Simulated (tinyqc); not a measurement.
Shortcuts against the integral: sheet resistance and Hall data of a diffused or implanted layer. Computed by tinyqc, a small Python program. Command: `OMP_NUM_THREADS=1 python tinyqc.py 3018849 3018850 out.jsonl layer walk`. One thread of a shared host (Intel(R) Xeon(R) Processor @ 2.30GHz), about 0.01 s of CPU time with the checks.

Carriers are taken equal to the net active doping down to the junction (full ionisation, which deep dopants in wide-gap hosts do not reach; no spill-over, no depletion), and the Hall factor is 1.

Inputs (values chosen for the exercise, modelled on arsenic in silicon):
```
quantity                                 value        unit
mu_min                                    52.1  cm^2/(V s)
mu_max                                    1460  cm^2/(V s)
N_ref                                    1e+17      1/cm^3
exponent alpha                             0.7           -
peak concentration N_0                 5.1e+20      1/cm^3
length scale l                             9.9          nm
background doping N_B (opposite type)  1.6e+16      1/cm^3
solubility limit N_s                     2e+20      1/cm^3
```

Profile: Gaussian at the surface. Activation: limited by solubility.

Constants: e = 1.602176634e-19 C.

Method:
- N(x) = N_0 exp(-x^2/l^2), dose N_0 l sqrt(pi)/2, junction x_j = l sqrt(ln(N_0/N_B)).
- Mobility mu = mu_min + (mu_max - mu_min)/(1 + (N_t/N_ref)^alpha), N_t = active doping + N_B; carriers n = active doping - N_B, active doping min(N, N_s).
- Integrals from x_0 (0 unless stated) to x_j by the midpoint rule on 400 even intervals: 1/R_s = e int n mu dx; sheet density n_s = int n dx; Hall sheet density (int n mu dx)^2/int n mu^2 dx; Hall mobility int n mu^2 dx/int n mu dx.
- Mean conductivity 1/(R_s x_j); mean mobility 1/(e n_s R_s).
- Shortcuts: R_s = 1/(e Q mu) with the dose Q and the mobility at the (active) peak concentration; 1/(e n_s mu) with mu at N_t = n_s/x_j + N_B; 1/(e Q mu_max).

sheet resistance R_s = 378.636 ohm

dose = 4.47456e+14 1/cm^2

sheet density n_s = 2.68130e+14 1/cm^2

junction depth x_j = 31.8798 nm

Sheet resistances:
```
method                                   R_s (ohm)  deviation (%)
integral                                    378.64          0.000
dose, mobility at the peak                  236.62        -37.507
n_s, mobility at the mean concentration     360.28         -4.847
dose, mu_max                                  9.55        -97.477
```

What does the comparison show, and why?

The closest shortcut is «n_s, mobility at the mean concentration» (-4.8 %). Counting inactive dopants as carriers underestimates R_s.

Extremes, crossings and ranges named in words are read from the listed rows.
